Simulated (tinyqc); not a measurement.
# Worked calculation: tunnelling through a two-layer gate stack, WKB transmission and Tsu-Esaki current

Computed by the program tinyqc: `OMP_NUM_THREADS=1 python tinyqc.py 2540125 2540126 out.jsonl`, one thread of a shared Intel Xeon 2.30GHz, about 0.05 s for the whole run. Printed values are rounded.

Electrons leave the emitter at x = 0. Energies E (motion across the layers) are in eV from the emitter Fermi level; the collector Fermi level lies at -V and offers states at every E. No charge in the dielectric and no image force: F1 = V/(t1 + t2 eps1/eps2), F2 = F1 eps1/eps2; U = phi1 - F1 x in layer 1 and phi2 - F1 t1 - F2 (x - t1) in layer 2. With C = hbar^2/(2 m0), kappa = sqrt(m (U - E)/C) where U > E and 0 elsewhere; T(E) = exp(-S), S = 2 times the integral of kappa over x.

Values chosen for this exercise; layer 1 close to silicon dioxide, layer 2 close to hafnium oxide: temperature T = 350 K; Fermi energy of the emitter above its band bottom Ef = 0.26 eV; emitter mass in the supply function me = 1 m0; barrier of layer 1 above the emitter Fermi level at zero bias phi1 = 3.04 eV; tunnelling mass of layer 1 m1 = 0.48 m0; thickness of layer 1 t1 = 0.6 nm; relative permittivity of layer 1 eps1 = 4.07; barrier of layer 2 at zero bias phi2 = 1.57 eV; tunnelling mass of layer 2 m2 = 0.21 m0; thickness of layer 2 t2 = 2.9 nm; relative permittivity of layer 2 eps2 = 23; voltage across the dielectric V = 0.7 V; energy of the electron followed E = -0.13 eV; cells in each layer nc = 4; lower end of the energy grid Ea = -0.26 eV; upper end of the energy grid Eb = 0.36 eV; points of the energy grid nE = 11.

Constants: q = 1.602176634e-19 C, kB = 1.380649e-23 J/K, hbar = 1.054571817e-34 J s, m0 = 9.1093837015e-31 kg, Vt = kB T/q, hbar^2/(2 m0) = 0.0380998212 eV nm^2. Results are converted to the units shown.

Range of the model: A layer thinner than 0.8 nm holds only a few atomic planes, where an effective mass is a rough description.

## Fields and band edges

F1 = V/(t1 + t2 eps1/eps2), F2 = F1 eps1/eps2; U = phi1 - F1 x in layer 1 and phi2 - F1 t1 - F2 (x - t1) in layer 2. EOT = 3.9 (t1/eps1 + t2/eps2).

F1 = 6.288326 MV/cm
F2 = 1.112760 MV/cm
U at the end of layer 1 = 2.662700 eV
U at the start of layer 2 = 1.192700 eV
U at the end of layer 2 = 0.87 eV
EOT = 1.066678 nm

## WKB exponent by the midpoint rule

Cut each layer into nc equal cells, take U and kappa at the cell centres, and sum S = 2 sum kappa h.

x, cell 0 to 7 (nm): [0.075000, 0.225000, 0.375000, 0.525000, 0.962500, 1.687500, 2.412500, 3.137500]
U, cell 0 to 7 (eV): [2.992838, 2.898513, 2.804188, 2.709863, 1.152363, 1.071688, 0.991013, 0.910338]
kappa, cell 0 to 7 (1/nm): [6.272401, 6.176947, 6.079993, 5.981469, 2.658604, 2.573618, 2.485727, 2.394613]
S = 22.01646
T(E) = 2.743937e-10

## WKB exponent in closed form

Each layer adds (2/F) sqrt(m/C) [G(u at its left edge) - G(u at its right edge)] to S, with u = U - E (0 where negative) and G(u) = (2/3) u^1.5. The slope follows from 1/d = -dS/dE.

S = 22.01563
T(E) = 2.746197e-10
energy d over which T(E) grows by a factor e = 0.13215 eV

The midpoint rule gives S = 22.016, so its T(E) is 0.082 % below this value. The band edge stays above E through the whole stack: direct tunnelling through a trapezoid.

## Current density on a coarse energy grid

J = J0 times the integral of T(E) N(E) dE, N = ln[(1 + exp(-E/Vt))/(1 + exp((-E - V)/Vt))], J0 = q^2 me m0 kB T/(2 pi^2 hbar^3) (times 1e-4 for A/cm^2 per eV), by Simpson's rule on nE equally spaced points from Ea to Eb.

E, point 0 to 10 (eV): [-0.2600000, -0.1980000, -0.1360000, -0.0740000, -0.0120000, 0.0500000, 0.1120000, 0.1740000, 0.2360000, 0.2980000, 0.3600000]
T(E), point 0 to 10: [1.051512e-10, 1.652528e-10, 2.624439e-10, 4.215353e-10, 6.854082e-10, 1.129413e-9, 1.888387e-9, 3.208536e-9, 5.549640e-9, 9.792342e-9, 1.767269e-8]
N, point 0 to 10: [8.620679, 6.566250, 4.520131, 2.536019, 0.9117401, 0.1744238, 0.02410056, 0.003117691, 3.996343e-4, 5.116556e-5, 6.549780e-6]
T(E) N, point 0 to 10: [9.064748e-10, 1.085091e-9, 1.186281e-9, 1.069021e-9, 6.249141e-10, 1.969964e-10, 4.551119e-11, 1.000323e-11, 2.217827e-12, 5.010307e-13, 1.157522e-13]
J0 = 4.880933e8 A/(cm^2 eV)
J = 0.1419368 A/cm^2

The integrand peaks at E = -0.136 eV among these points. A converged quadrature from -Ef to above the barrier gives 0.1419 A/cm^2; this grid is 0.013 % above that.
